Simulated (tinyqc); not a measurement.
Sheet resistance and Hall data of a diffused or implanted layer: one step, computed by the program tinyqc. Command: `OMP_NUM_THREADS=1 python tinyqc.py 3013684 3013685 out.jsonl layer walk`. One thread of a shared host (Intel(R) Xeon(R) Processor @ 2.30GHz), about 0.01 s of CPU time with the checks.

Carriers are taken equal to the net active doping down to the junction (full ionisation, which deep dopants in wide-gap hosts do not reach; no spill-over, no depletion), and the Hall factor is 1.

Task: Profile. N(x) = N_0 exp(-(x - R_p)^2/(2 l^2)) for x > 0, dose N_0 l sqrt(pi/2) erfc(-R_p/(l sqrt 2)), junction x_j = R_p + l sqrt(2 ln(N_0/N_B)); the layer starts at x_0 = max(0, 2 R_p - x_j). Mobility mu = mu_min + (mu_max - mu_min)/(1 + (N_t/N_ref)^alpha), N_t = active doping + N_B; carriers n = active doping - N_B, all dopants active. sigma = e n mu.

Inputs (values chosen for the exercise, modelled on phosphorus in silicon):

| quantity | value | unit |
|---|---|---|
| mu_min | 71.6 | cm^2/(V s) |
| mu_max | 1380 | cm^2/(V s) |
| N_ref | 9.9e+16 | 1/cm^3 |
| exponent alpha | 0.7 | - |
| peak concentration N_0 | 1.8e+19 | 1/cm^3 |
| length scale l | 170 | nm |
| background doping N_B (opposite type) | 1.2e+17 | 1/cm^3 |
| projected range R_p | 320 | nm |

Profile: buried Gaussian (implant). Activation: complete.

Constants: e = 1.602176634e-19 C.

Give: Depth, doping, carriers, mobility and conductivity at 2, 10, 20, 35, 50, 65, 80, 90 and 98 % of the layer.

Result:

Depth, doping, carriers, mobility and conductivity at 2, 10, 20, 35, 50, 65, 80, 90 and 98 % of the layer:

| x (nm) | N (1/cm^3) | n (1/cm^3) | mu (cm^2/(V s)) | sigma (S/cm) |
|---|---|---|---|---|
| 17.2 | 3.683e+18 | 3.563e+18 | 166.0 | 94.8 |
| 85.8 | 6.970e+18 | 6.850e+18 | 134.3 | 147.3 |
| 171.6 | 1.230e+19 | 1.218e+19 | 114.6 | 223.6 |
| 300.4 | 1.788e+19 | 1.776e+19 | 105.0 | 298.8 |
| 429.1 | 1.465e+19 | 1.453e+19 | 109.8 | 255.7 |
| 557.8 | 6.767e+18 | 6.647e+18 | 135.5 | 144.3 |
| 686.5 | 1.761e+18 | 1.641e+18 | 219.3 | 57.7 |
| 772.3 | 5.222e+17 | 4.022e+17 | 349.9 | 22.5 |
| 841.0 | 1.643e+17 | 4.435e+16 | 494.6 | 3.5 |

The mobility varies by a factor 4.7 across these points and the conductivity by 85.0.
